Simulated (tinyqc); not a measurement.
Two-dimensional dopant profile at a mask edge: lateral junction, overlap and effective channel length: one step, computed by the program tinyqc. Command: `OMP_NUM_THREADS=1 python tinyqc.py 3022566 3022567 out.jsonl lateral walk`. One thread of a shared host (Intel(R) Xeon(R) Processor @ 2.30GHz), about 0.02 s of CPU time with the checks.

Ions enter for y < 0; the mask (spacer, then gate) covers y > 0. x is the depth. The surface reflects dopant during the anneal.

Task: Lateral junction at the surface. Widths s_x^2 = (vertical straggle)^2 + 2 D t, s_y^2 = (lateral straggle)^2 + 2 D t. C(x, y) = V(x) (1/2) erfc(y/(sqrt2 s_y)), V(x) = Q/(sqrt(2 pi) s_x) [exp(-(x - R_p)^2/(2 s_x^2)) + exp(-(x + R_p)^2/(2 s_x^2))]; 1 nm = 1e-7 cm. The lateral junction at depth x solves C = C_B: y_j(x) = sqrt2 s_y erfc^-1(2 C_B/V(x)). Overlap under the gate = y_j(0) - spacer; metallurgical channel L_met = L_g - 2 overlap (tails from the two sides are not added). Abruptness at y_j(0) in nm per decade = ln(10) s_y sqrt(pi/2) exp(u^2) erfc(u), u = y_j/(sqrt2 s_y). Overlap capacitance per width = 3.9 eps_0 overlap/t_ox (zero if there is no overlap).

Inputs (values chosen for the exercise, modelled on a source-drain extension in silicon):
```
quantity              value    unit
channel doping C_B  2.3e+17  1/cm^3
gate length L_g         670      nm
offset spacer            39      nm
oxide thickness         3.1      nm
```

s_y = 40.11234 nm

V at the surface = 3.385682e+19 1/cm^3

vertical junction x_j = 189.7682 nm

Constants: eps_0 = 8.8541878128e-12 F/m.

Give: lateral junction y_j(0); ratio y_j(0)/x_j; overlap; metallurgical channel L_met; lateral abruptness; overlap capacitance.

Result:

lateral junction y_j(0) = 98.998 nm

ratio y_j(0)/x_j = 0.52168

overlap = 59.998 nm

metallurgical channel L_met = 550.00 nm

lateral abruptness = 33.062 nm/decade

overlap capacitance = 0.66832 fF/um

The two overlaps take 18 % of the gate length.
